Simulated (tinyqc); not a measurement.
Worked calculation: plane-wave Kohn-Sham cycle with exchange-only LDA in a layered model solid. Computed by tinyqc, a small Python program that keeps every step. Settings: points = 16, plane-wave index or count = 3, electrons = 2, k points = 4, area = 31.0, mixing = 0.1, iteration cap = 70. Command: `OMP_NUM_THREADS=1 python tinyqc.py 27175 27176 out.jsonl` (the two numbers bound the seeds that draw the settings). One thread of a shared host (Intel(R) Xeon(R) Processor @ 2.60GHz), about 0.06 s of CPU time with the checks.

A solid whose potential varies along x alone (atomic units):
```
parameter,value
period a,8.300000
cross-section of the cell,31.000000
electrons per cell,2
grid points,16
"plane waves -n..n, n",3
k points,4
V1 in V1 cos(2 pi x/a),-0.140000
V2 in V2 cos(4 pi x/a),-0.180000
```

Stop when sqrt(dV sum R^2) is below 1e-8, dV = a A/N.

Course of the cycle:
```
iteration,E (hartree),norm of the residual
1,-0.3946370,1.20e-01
2,-0.3796794,1.04e-01
3,-0.3681170,8.99e-02
4,-0.3594064,7.71e-02
5,-0.3529809,6.57e-02
6,-0.3483272,5.57e-02
7,-0.3450111,4.70e-02
8,-0.3426824,3.94e-02
9,-0.3410683,3.29e-02
10,-0.3399626,2.74e-02
11,-0.3392132,2.27e-02
...,...,...
60,-0.3377610,4.81e-05
61,-0.3377610,4.35e-05
62,-0.3377610,3.94e-05
63,-0.3377610,3.56e-05
64,-0.3377610,3.23e-05
65,-0.3377610,2.92e-05
66,-0.3377610,2.64e-05
67,-0.3377610,2.39e-05
68,-0.3377610,2.16e-05
69,-0.3377610,1.96e-05
70,-0.3377610,1.77e-05
```

Can the last value be used, and what does the course show?

Not by the stop rule, although the second column moves by less than 1e-07 over the last three steps. Not converged within 70 iterations: the residual falls steadily but slowly, by a factor of about 0.90 a step. Reruns (cap 100 unless said): mixing 0.5, Kerker q0 1.0: converged in 44 (E = -0.33776); mixing 0.3, Pulay depth 5: converged in 11 (E = -0.33776); the original settings with a cap of 400: converged in 145 (E = -0.33776).
